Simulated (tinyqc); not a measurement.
## Ground and coupling capacitance from two measurements

Inverse problem. A line has Cg to the planes and Cc to each of two neighbours. Find Cg, Cc, the load when both neighbours switch in antiphase, and the pulse on the line when it floats and both neighbours swing by Vx.

Parameters, values chosen for the exercise: swing Vx = 1 V.

capacitance with neighbours driven alike and with neighbours grounded (aF/um): [56, 246]

Solution. Driven alike, Cc carries no charge, which leaves Cg; grounded neighbours give Cg + 2 Cc, antiphase Cg + 4 Cc; a floating line divides the swing as 2 Cc/(Cg + 2 Cc).

Cg = 56.0 aF/um
Cc = 95.0 aF/um
load in antiphase = 436 aF/um
pulse = 0.772 V

tinyqc, about 0.9 s, one thread, Intel Xeon 2.30GHz (shared host): `OMP_NUM_THREADS=1 python tinyqc.py 2790152 2790153 out.jsonl`
